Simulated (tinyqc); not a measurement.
# Single-junction solar cell, detailed-balance limit: effect of the cell temperature

Every photon above the gap Eg makes one pair and none below is absorbed; carriers thermalise at T and move without loss. Jsc = q fs X Phi(Eg, Ts); the dark current is J0 = q ge Phi(Eg, T)/ERE with the Boltzmann factor exp(V/Vt). The efficiency is the electrical power over fs X sigma Ts^4.

Photon flux above E from a black body at temperature T into a hemisphere: Phi(E, T) = A sum_k exp(-k E/th)[E^2 th/k + 2 E th^2/k^2 + 2 th^3/k^3], k = 1, 2, ..., with th = kB T/q in eV and A = 2 pi q^3/(h^3 c^2). J(V) = Jsc - J0 (exp(V/Vt) - 1); Voc = Vt ln(1 + Jsc/J0); at maximum power v = Vmp/Vt solves (1 + v) exp(v) = 1 + Jsc/J0. Pin = fs X sigma Ts^4, sigma = 2 pi^5 kB^4/(15 h^3 c^2). FF = Vmp Jmp/(Voc Jsc).

Parameters, values chosen for the exercise: temperature of the black-body sun Ts = 4500 K; share of the hemisphere filled by the sun fs = 2.16e-5; concentration X = 1; external radiative efficiency ERE = 0.001; number of faces that emit ge = 2; band gap Eg = 2.12 eV.

Constants: q = 1.602176634e-19 C, kB = 1.380649e-23 J/K, h = 6.62607015e-34 J s, c = 299792458 m/s, Vt = kB T/q. Results are converted to the units shown.

The same in every row: Jsc (mA/cm^2) = 3.614.

Result of one run:
```
T (K),Voc (V),Eg/q - Voc (V),FF,efficiency (%)
320,1.546,0.5744,0.9116,10.14
```

What becomes of these results when the cell temperature T is changed from 320 to 480 K, all else the same?

Result of the changed run:
```
T (K),Voc (V),Eg/q - Voc (V),FF,efficiency (%)
480,1.241,0.8790,0.8572,7.654
```

The whole series:
```
T (K),Voc (V),Eg/q - Voc (V),FF,efficiency (%)
200,1.769,0.3508,0.9456,12.04
240,1.695,0.4248,0.9347,11.40
280,1.621,0.4993,0.9234,10.77
320,1.546,0.5744,0.9116,10.14
360,1.470,0.6500,0.8992,9.511
400,1.394,0.7260,0.8861,8.888
440,1.318,0.8023,0.8721,8.269
480,1.241,0.8790,0.8572,7.654
```

As T goes from 200 to 480 K, Jsc stays at 3.61 mA/cm^2, Voc falls from 1.77 to 1.24 V and the efficiency falls from 12.0 to 7.65 %. Voc changes by -1.89 mV/K on average with Eg fixed, and the efficiency by -0.16 % of itself per kelvin.

tinyqc, about 0.01 s, one thread, Intel Xeon 2.30GHz (shared host): `OMP_NUM_THREADS=1 python tinyqc.py 2820019 2820020 out.jsonl`
